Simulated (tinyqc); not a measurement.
# Worked calculation: double-gate transistor, scale length and short-channel effects

Numbers from tinyqc (`OMP_NUM_THREADS=1 python tinyqc.py 2420097 2420098 out.jsonl`; about 0.01 s on one thread of a shared Intel Xeon 2.30GHz). Printed values are rounded.

A body of thickness ts between two insulators of thickness ti and two tied gates. Below threshold the potential that source and drain add obeys Laplace's equation and vanishes on the gate. Its lowest mode decays along the channel as exp(-k y); k is the smallest positive root of the matching condition at the interface, and the scale length is Lambda = pi/k.

Inputs (values chosen for the exercise); permittivities: semiconductor close to that of gallium nitride, insulator close to that of silicon dioxide:
- T = 293 K (temperature)
- eps_r = 9.44 (relative permittivity of the semiconductor)
- ei = 3.96 (relative permittivity of the insulator)
- ti = 0.74 nm (insulator thickness)
- ts = 11.9 nm (body thickness)
- L = 27 nm (channel length)
- Vbi = 0.9 V (potential of the source)
- sT = 0.65 V (potential of the barrier top at threshold)
- VTL = 0.42 V (long-channel threshold)
- m = 1 (long-channel body factor)
- Vds = 1 V (drain voltage)

Constants: q = 1.602176634e-19 C, kB = 1.380649e-23 J/K, Vt = kB T/q. Results are converted to the units shown.

## Scan of the matching condition

k, point 0 to 7 (1/nm): 0.03  0.06  0.09  0.12  0.15  0.18  0.21  0.24

f(k) = ei cos(k ti) cos(k ts/2) - eps_r sin(k ti) sin(k ts/2).

f(k), point 0 to 7: 3.85891  3.56024  3.07753  2.43274  1.65526  0.78066  -0.15082  -1.09608

The first change of sign lies between k = 0.18 and 0.21 1/nm.

## Iteration 1: decay constant by Newton steps

k at the start = 0.18 1/nm

f(k) = ei cos(k ti) cos(k ts/2) - eps_r sin(k ti) sin(k ts/2); f' by a central difference with +/- 1e-5 1/nm; k(new) = k - f/f'.

f = 0.780665
f' = -30.3350 nm
k after iteration 1 = 0.205735 1/nm

## Iteration 2: decay constant by Newton steps

As before.

f = -0.0165316
f' = -31.4432 nm
k after iteration 2 = 0.205209 1/nm

## Course of the iteration: decay constant by Newton steps

Stop when k changes by less than 1e-10 1/nm, or after 30 iterations.

Course of the iteration:
```
iteration	k (1/nm)	|change| (1/nm)
1	0.205735	0.0257
2	0.205209	5.26e-4
3	0.205209	9.95e-8
4	0.205209	3.55e-15
```

Converged in 4 iterations. The change falls from 0.026 in the first iteration to below the tolerance in the last.

## Scale length against simple estimates

k = 0.205209 1/nm

Lambda = pi/k and l = 1/k. A parabolic potential across the structure gives l(parabolic) = sqrt((eps_r/(2 ei)) ts ti (1 + ei ts/(4 eps_r ti))).

Lambda = 15.3092 nm
l = 4.87308 nm
l(parabolic) = 5.31011 nm

The parabolic estimate is 9.0 % above l.

## Threshold shift, barrier position and swing

Along the channel psi(y) = s + a exp(y/l) + b exp(-y/l) with psi(0) = Vbi, psi(L) = Vbi + Vds and l = 1/k = Lambda/pi; with A = Vbi - s, B = A + Vds, x = exp(-L/l): a = (B - A x) x/(1 - x^2), b = (A - B x)/(1 - x^2). The minimum is s + 2 sqrt(a b), at y = (l/2) ln(b/a). The long-channel potential follows the gate as s = sT + (Vg - VTL)/m, and the threshold VT is the gate voltage at which the minimum equals sT. Swing = m Vt ln 10/g at threshold, g = d(minimum)/ds = 1 - (b x + a)/((1 + x) sqrt(a b)).

s at threshold = 0.567269 V
a = 0.00522460 V
b = 0.327506 V
position of the minimum = 10.0827 nm
VT = 0.337269 V
swing = 68.9451 mV/decade

The threshold lies 82.7 mV below the long-channel value, and the barrier top sits at 0.37 L from the source.
